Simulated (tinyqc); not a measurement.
# Energy and delay of logic against supply voltage: optimum supplies against the activity factor

One expression serves below and above threshold: I(Vg) = Ik [ln(1 + exp((Vg - VT + dd V)/(al nf Vt)))]^al, with I_on = I(V) and I_off = I(0). Gate delay td = kd C V/I_on, clock period LD td. Per gate and cycle the switching energy is act C V^2 and the leakage energy I_off V LD td. No short-circuit current, no variation. Minima are sought above 0.09 V; below a few Vt gates no longer switch and the model has no meaning.

V_min minimises the energy and V_EDP the product of energy and td.

Parameters, values chosen for the exercise; values of the order met in logic technologies: temperature T = 300 K; threshold voltage at zero drain bias VT = 0.2 V; slope factor nf = 1.38; barrier lowering per volt of supply dd = 0.07; specific current of a gate Ik = 1.1 uA; exponent of the current law al = 1.48; load capacitance of a gate C = 0.39 fF; delay factor kd = 0.9; logic depth LD = 16.

Constants: q = 1.602176634e-19 C, kB = 1.380649e-23 J/K, Vt = kB T/q. Results are converted to the units shown.

Optimum supplies against the activity factor:
```
act,V_min (V),energy at V_min (aJ),leakage share (%),clock at V_min (MHz),V_EDP (V),clock at V_EDP (GHz)
0.002,0.3622,0.9149,88.82,3571,0.5853,7.363
0.005,0.3327,1.055,79.54,3000,0.5431,6.724
0.01,0.3035,1.251,71.28,2436,0.5028,6.082
0.02,0.2711,1.570,63.48,1829,0.4624,5.405
0.05,0.2263,2.276,56.13,1092,0.4181,4.619
0.1,0.1911,3.113,54.25,651.6,0.3939,4.173
0.2,0.1513,4.240,57.91,328.4,0.3775,3.863
```

As act goes from 0.002 to 0.2, V_min falls from 0.362 to 0.151 V, the energy there rises from 0.915 to 4.24 aJ, the clock there falls from 3570 to 328 MHz and V_EDP falls from 0.585 to 0.377 V. act and LD enter V_min only through the ratio act/LD.

Computed by the program tinyqc: `OMP_NUM_THREADS=1 python tinyqc.py 2082032 2082033 out.jsonl`, one thread of a shared Intel Xeon 2.30GHz, about 0.01 s for the whole run.
